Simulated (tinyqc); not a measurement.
Parabolic quantum dot in a magnetic field (Fock-Darwin): one step. Energy and length scales. Three cases, with inputs chosen for the exercise.

Question. Give hbar wc, hbar W, the two mode energies hbar W +/- hbar wc/2, the Zeeman energy |gs| muB B and lam.

Two dimensions, V = m w0^2 r^2/2, one valley. hbar wc = 2 muB B/m, W = sqrt(w0^2 + wc^2/4), E(n, l, s) = (2n + |l| + 1) hbar W - l hbar wc/2 + s gs muB B, n = 0, 1, ..., l = 0, +/-1, ..., s = +/-1/2; length lam = sqrt(2c/(m hbar W)), c = hbar^2/2m0.

Constants: muB = 5.788381798e-05 eV/T; hbar^2/2m0 = 3.80998211 eV angstrom^2.

Case 1.

Values chosen (near those of a gate-defined dot in GaAs; shifted at random, so the results belong to these values and not to a real crystal): m = 0.067 m0 (mass); gs = -0.47 (g factor); w0 = 4.8 meV (confinement energy hbar w0); B = 1.17 T (magnetic field).

Case 2.

Values chosen (near those of a gate-defined dot in InAs; shifted at random, so the results belong to these values and not to a real crystal): m = 0.0308 m0 (mass); gs = -7.49 (g factor); w0 = 7.4 meV (confinement energy hbar w0); B = 1.87 T (magnetic field).

Case 3.

Values chosen (near those of a gate-defined dot in Si; shifted at random, so the results belong to these values and not to a real crystal): m = 0.1956 m0 (mass); gs = 1.9 (g factor); w0 = 5.1 meV (confinement energy hbar w0); B = 4.77 T (magnetic field).

Give: hbar wc; hbar W; modes; Zeeman energy; lam.

Answer.

Case 1.

hbar wc = 2.0216 meV
hbar W = 4.9053 meV

modes (meV): [5.9161, 3.8945]

Zeeman energy = 0.0318 meV
lam = 152.3 angstrom

The product of the modes is w0^2 = 23.04 meV^2 at any field. These two lines are all that far-infrared light sees, whatever the number of electrons (Kohn theorem).

Case 2.

hbar wc = 7.0287 meV
hbar W = 8.1921 meV

modes (meV): [11.7065, 4.6777]

Zeeman energy = 0.8107 meV
lam = 173.8 angstrom

The product of the modes is w0^2 = 54.76 meV^2 at any field. These two lines are all that far-infrared light sees, whatever the number of electrons (Kohn theorem).

Case 3.

hbar wc = 2.8232 meV
hbar W = 5.2917 meV

modes (meV): [6.7033, 3.8802]

Zeeman energy = 0.5246 meV
lam = 85.8 angstrom

The product of the modes is w0^2 = 26.01 meV^2 at any field. These two lines are all that far-infrared light sees, whatever the number of electrons (Kohn theorem).

Computed by tinyqc, one run a case: `OMP_NUM_THREADS=1 python tinyqc.py N N+1 out.jsonl` with N = 1280615, 1280874, 1281055; one thread of a shared Intel(R) Xeon(R) Processor @ 2.30GHz, about 0.04 s a run at most.
